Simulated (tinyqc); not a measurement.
Inside a calculation: effective mass of the split-off band from tabulated energies. Values are carried at full precision from step to step, so a last printed digit may differ when a step is redone from the rounded ones.

c = hbar^2/2m0.
Constants: hbar^2/2m0 = 3.80998211 eV angstrom^2.

## Finite differences

Energies along [111], from the band edge downward:
```
k (1/angstrom)  E (meV)
0.00000          0.0000
0.00490          0.9317
0.00980          3.7359
0.01470          8.4394
0.01960         15.0857
0.02450         23.7323
0.02940         34.4476
0.03430         47.3061
0.03920         62.3830
```

reference mass (curvature of the model at k = 0.0001 1/angstrom) = 0.09826 m0

The band is even in k. m = c k^2/E(k) from the points 1, 2, 4 (k = 0 is point 0); Richardson from points 1 and 2: c/m = [16 E(k1) - E(k2)]/(12 k1^2).

m from points 1, 2, 4 (m0): 0.09818  0.09794  0.09702

m by Richardson = 0.09826 m0

Errors against the reference: -0.08, -0.33 and -1.27 % and 0.00 %. The extrapolation removes the k^4 term.

## Least squares over all points

Fit E = a k^2 (a = sum k^2 E/sum k^4), then E = a k^2 + b k^4 from the normal equations; E in eV; m = c/a.

sums of k^4, k^6, k^8: 5.0569e-06  6.1866e-09  8.2034e-12

sums of k^2 E, k^4 E: 0.00020354  2.4972e-07

a, one term = 40.249 eV angstrom^2

a and b, two terms: 38.86  1132

m, one and two terms (m0): 0.09466  0.09803

The parabola over all points errs by -3.7 % because the weights k^4 favour the outer points; the second term brings the error to -0.2 %.

## The non-parabolic form

E (1 + alpha E) = c k^2/m means that y = c k^2/E is a straight line in E with intercept m and slope m alpha. Fit the line by unweighted least squares over points 1 to 8, E in eV.

y (m0): 0.09818  0.09794  0.09755  0.09702  0.09636  0.09560  0.09475  0.09385

m = 0.09815 m0
alpha = -0.724 1/eV

The intercept errs by -0.12 %. For this band the scale of alpha is set by Dso = 0.796 eV as well as by the gap.

## Checks

- Two-term fit by normal equations against a least-squares routine: both 38.8648.

tinyqc: `OMP_NUM_THREADS=1 python tinyqc.py 1881252 1881253 out.jsonl`; about 0.01 s, one thread, shared Intel(R) Xeon(R) Processor @ 2.30GHz.
